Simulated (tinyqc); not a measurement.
Inside a calculation: exchange-split free-electron bands and tunnelling magnetoresistance. Values are carried at full precision from step to step, so a last printed digit may differ when a step is redone from the rounded ones.

Majority and minority bands E = c k^2/m -/+ Dx/2, c = hbar^2/2m0, so k_up = sqrt(m (EF + Dx/2)/c), k_dn = sqrt(m (EF - Dx/2)/c); n_s = k_s^3/(6 pi^2), D_s = m k_s/(4 pi^2 c).

Constants: hbar^2/2m0 = 3.80998211 eV angstrom^2.

Parameters, chosen for this exercise:
- EF = 3.93 eV (Fermi energy above the mean band bottom)
- Dx = 6.75 eV (exchange splitting)
- m = 0.97 m0 (mass in the electrodes)
- mb = 0.86 m0 (mass in the barrier)
- phi = 2.32 eV (barrier height above EF)
- d = 17.5 angstrom (barrier thickness)

## The two Fermi spheres

Give k_s, n_s, D_s, the moment per electron (n_up - n_dn)/n and three polarisations: of D, of D v and of D v^2 (v proportional to k).

k_up, k_dn (1/angstrom): 1.3637  0.3759

n_up, n_dn (1/angstrom^3): 0.04283  0.00090

D_up, D_dn (1/(eV angstrom^3)): 0.00879  0.00242

moment per electron = 0.9590 muB

polarisations: D 0.5678, D v 0.8588, D v^2 0.9590

The three numbers differ although they describe one band structure: each probe (density of states, ballistic current, diffusive current) weights the velocity differently.

## Transmissions

Barrier: kappa = sqrt(mb phi/c), c = hbar^2/2m0. With a = k1/m, b = k2/m, w = kappa/mb, the transmission at normal incidence is T(k1, k2) = 4 a b w^2/[w^2 (a + b)^2 + (w^2 + a^2)(w^2 + b^2) sinh^2(kappa d)]. Parallel: G_P = T(up, up) + T(dn, dn); antiparallel: G_AP = 2 T(up, dn); TMR = (G_P - G_AP)/G_AP. Julliere: TMR = 2 P^2/(1 - P^2). Slonczewski factor: P_eff = P_k (w^2 - a_up a_dn)/(w^2 + a_up a_dn), P_k = (k_up - k_dn)/(k_up + k_dn).

Evaluate kappa and the three T.

kappa = 0.7237 1/angstrom
kappa d = 12.664

T: up-up 3.108e-11, dn-dn 2.311e-11, up-dn 2.680e-11

The majority channel transmits more, by a factor 1.35; the common factor exp(-2 kappa d) is 1e-11.

## Magnetoresistance

From the T, and from the Julliere formula with P_k and with P_eff.

TMR from T = 1.10 %
P_k = 0.5678
P_eff = 0.0740
Julliere with P_k = 95.18 %
Julliere with P_eff = 1.10 %

The interface factor is +0.130. The plain Julliere value lies 94.1 points above the result and the one with P_eff 0.00 points from it. Symmetry filtering in crystalline barriers, which gives far larger values, is outside this model.

## Checks

- TMR of a thick barrier against the Julliere formula with P_eff: both 0.01101.

tinyqc: `OMP_NUM_THREADS=1 python tinyqc.py 1652219 1652220 out.jsonl`; about 0.01 s, one thread, shared Intel(R) Xeon(R) Processor @ 2.30GHz.
